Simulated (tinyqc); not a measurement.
Inside a calculation. Method: coherent transport through a tight-binding region between two chains. One step of it, computed by the program tinyqc.

Task: Transmission at E = -0.72 eV. Surface Green function g = (E - i sqrt(4 t^2 - E^2)) / (2 t^2); self-energy tc^2 g on each contact site; G = (E - H - Sigma)^(-1); Gamma = -2 Im Sigma; T = Gamma_L Gamma_R |G_LR|^2; local density of states -Im G_ii / pi.

H of the central region (eV):
$$\begin{pmatrix}
-0.140000 & -1.280000 & 0.000000 & 0.000000 \\
-1.280000 & -0.390000 & -1.500000 & 0.000000 \\
0.000000 & -1.500000 & 0.680000 & -1.750000 \\
0.000000 & 0.000000 & -1.750000 & 0.630000
\end{pmatrix}$$

Leads: semi-infinite chains with site energy 0:
```
parameter                           value
lead hopping t (eV)              2.670000
coupling to the left lead (eV)   1.200000
coupling to the right lead (eV)  1.260000
left contact site                       1
right contact site                      4
```

E = -0.720000 eV

Give: g; G; local density of states; transmission.

Result:

g = -0.0505-0.3711i 1/eV

G (1/eV):
$$\begin{pmatrix}
-0.0380-0.9121i & 0.3854-0.3456i & 0.1172+0.7023i & -0.2366+0.8580i \\
0.3854-0.3456i & 0.0085-0.2979i & 0.3396+0.2294i & 0.2645+0.4388i \\
0.1172+0.7023i & 0.3396+0.2294i & -0.0253-0.5488i & 0.2601-0.6356i \\
-0.2366+0.8580i & 0.2645+0.4388i & 0.2601-0.6356i & -0.0186-0.8847i
\end{pmatrix}$$

local density of states (1/eV): [0.2903, 0.0948, 0.1747, 0.2816]

transmission = 0.9977
